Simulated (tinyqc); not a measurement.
Shallow acceptor in the spherical model (Baldereschi-Lipari), strong spin-orbit limit: one step, computed by the program tinyqc. Command: `OMP_NUM_THREADS=1 python tinyqc.py 3020187 3020188 out.jsonl acceptor walk`. One thread of a shared host (Intel(R) Xeon(R) Processor @ 2.30GHz), about 0.01 s of CPU time with the checks.

The 1S(3/2) state has an s envelope f(r) and a d envelope g(r). In effective units they obey -(f'' + 2f'/r + 2f/r) + mu (g'' + 5g'/r + 3g/r^2) = E f and -(g'' + 2g'/r - 6g/r^2 + 2g/r) + mu (f'' - f'/r) = E g. The cubic term, the split-off band and the central cell are left out.

Task: Effective units and couplings. Ry* = Ry/(gamma_1 eps^2), a* = a_0 eps gamma_1, mu = (6 gamma_3 + 4 gamma_2)/(5 gamma_1), delta = (gamma_3 - gamma_2)/gamma_1; spherical masses 1/(gamma_1 (1 - mu)) (heavy) and 1/(gamma_1 (1 + mu)) (light).

Inputs (values chosen for the exercise, modelled on silicon):
```
quantity,value,unit
Luttinger gamma_1,4.22,-
Luttinger gamma_2,0.35,-
Luttinger gamma_3,1.46,-
dielectric constant eps,11.4,-
```

Constants: Ry = 13.605693123 eV; a_0 = 0.529177210903 angstrom.

Give: Ry*; a*; mu; delta; heavy-hole mass; light-hole mass.

Result:

Ry* = 24.81 meV

a* = 25.46 angstrom

mu = 0.4815

delta = 0.2630

heavy-hole mass = 0.4570 m_0

light-hole mass = 0.1599 m_0

Caution: gamma_3 and gamma_2 differ by more than 0.17 gamma_1: band warping, left out here, adds several per cent to the binding.
